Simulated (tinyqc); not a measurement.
Kinetic Monte Carlo and master equation for a particle on a ring of sites with traps and bias: one step, computed by the program tinyqc.

7 sites on a ring, numbered 1 to 7. The saddle between i and i+1 lies at E0 + s b_i and site i at s eps_i; a force F tilts the landscape, with the saddle half-way.

Task: Closed form at zero force. At zero force D0 = a^2 nu exp(-E0/(k_B T)) / [<exp(-s eps/(k_B T))> <exp(s b/(k_B T))>], with means over the ring; Einstein relation v = D0 F/(k_B T); 1 angstrom = 1e-8 cm.

Inputs (values chosen for the exercise, for a model defect): reference barrier E0 = 0.83 eV; scale factor s of the disorder = 1; attempt frequency nu = 16 THz; temperature T = 650 K; site spacing a = 2.7 angstrom; force F along the ring = 0.0019 eV/angstrom.

Disorder: site traps.

site energies eps_i (eV): [-0.095, -0.033, -0.067, -0.04, 0, 0, -0.068]

saddle shifts b_i between sites i and i+1 (eV): [0, 0, 0, 0, 0, 0, 0]

Constants: k_B = 8.617333262e-05 eV/K.

Give: zero-force diffusivity D0; D0 over the value without disorder; Einstein drift.

Result:

zero-force diffusivity D0 = 1.667e-09 cm^2/s

D0 over the value without disorder = 0.3895

Einstein drift = 0.005655 cm/s
